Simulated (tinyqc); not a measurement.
Inside a calculation. Method: tight binding, honeycomb lattice. One step of it, computed by the program tinyqc.

Task: Bloch Hamiltonian at K. H_AB = -t1 (1 + exp(-i k.a1) + exp(-i k.a2)); H_AA = delta - 2 t2 sum cos(k.b + phi), H_BB = -delta - 2 t2 sum cos(k.b - phi), b = a1, a2 - a1, -a2.

Parameters chosen for this model:
```
parameter,value,unit
t1,2.020000,"eV, nearest"
t2,0,"eV, second neighbours"
phi,0,"rad, phase of t2 (Haldane)"
delta,0,"eV, +/- on A and B"
```

k point K (fractions of the reciprocal vectors): 0.333333  0.666667

Give: H(k) at K.

Result:

H(k) at K (eV):
```
,A,B
A,0.000,0.000
B,0.000,0.000
```
